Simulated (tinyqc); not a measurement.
Decay of LO phonons and the hot-phonon bottleneck in the cooling of electrons: one step, computed by the program tinyqc. Command: `OMP_NUM_THREADS=1 python tinyqc.py 3008170 3008171 out.jsonl hotphonon walk`. One thread of a shared host (Intel(R) Xeon(R) Processor @ 2.30GHz), about 0.01 s of CPU time with the checks.

n(E, T) = 1/(exp(E/(k_B T)) - 1) is the Bose occupation. Electrons have a temperature T_e; the LO modes within their reach share one occupation N; the decay products stay at the lattice temperature.

Question. Spontaneous emission time. Froehlich coupling alpha = (e^2/(4 pi eps_0)) (1/eps_inf - 1/eps_s) k_0/(2 hbar omega), k_0 = sqrt(m* hbar omega/(hbar^2/(2 m_0))); emission time tau_sp = hbar/(2 alpha hbar omega); bottleneck ratio r = (n/N_m) tau/tau_sp.

Inputs (values chosen for the exercise, modelled on gallium arsenide):
```
quantity                                             value    unit
LO energy hbar omega                                  36.5     meV
lattice temperature T                                  150       K
electron mass m*                                    0.0678     m_0
eps_inf                                               11.2       -
static dielectric constant eps_s                      13.1       -
electron density n                                 1.3e+17  1/cm^3
density of LO modes that the electrons reach, N_m    2e+19  1/cm^3
```

Decay channel: two unequal phonons (Ridley).

phonon lifetime tau = 7.257803 ps

Constants: e^2/(4 pi eps_0) = 14.39964548 eV angstrom; hbar^2/(2 m_0) = 3.80998212 eV angstrom^2; hbar = 6.582119569e-16 eV s.

Give: alpha; emission time tau_sp; bottleneck ratio r.

Answer.

alpha = 0.06510

emission time tau_sp = 138.5 fs

bottleneck ratio r = 0.3406

r compares the rate at which electrons exchange quanta with a mode to its decay rate. The two are comparable, so part of the emitted quanta is reabsorbed.
